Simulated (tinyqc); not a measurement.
The 3-omega method: a line heater on a substrate with a thin film: one step, computed by the program tinyqc.

A current at angular frequency omega = 2 pi f heats the line at 2 omega with the amplitude P per length; the temperature swing Delta T at 2 omega gives a voltage at 3 omega. The substrate is taken as semi-infinite and isotropic, and the heat capacity of heater and film is left out.

Task: The film adds a constant step. One-dimensional flow across the film: Delta T_f = P (t/kappa_f + R_i)/(2 b); total in-phase swing Delta T = Delta T_s + Delta T_f; third-harmonic amplitude V_3 = V_1 beta |Delta T|/2 with the out-of-phase part included; the apparent film conductivity is t/(t/kappa_f + R_i).

Inputs (values chosen for the exercise, modelled on a phase-change telluride on silicon):
```
quantity                                    value        unit
heater half-width b                           7.9  micrometre
power amplitude per length P                   43         W/m
film thickness t                               69          nm
film conductivity kappa_f                     0.5     W/(m K)
interface resistance R_i                      5.3    m^2 K/GW
temperature coefficient of resistance beta    1.9      1e-3/K
voltage amplitude V_1                         1.3           V
```

in-phase Delta T_s = 0.3222898 K

out-of-phase Delta T_s = -0.07000271 K

Give: Delta T_f; total in-phase swing; V_3; apparent film conductivity; film share of the in-phase swing.

Result:

Delta T_f = 0.3900 K

total in-phase swing = 0.7123 K

V_3 = 0.8839 mV

apparent film conductivity = 0.4815 W/(m K)

film share of the in-phase swing = 0.5475

The interface lowers the apparent conductivity by 4 %. The film gives a large part of the signal.
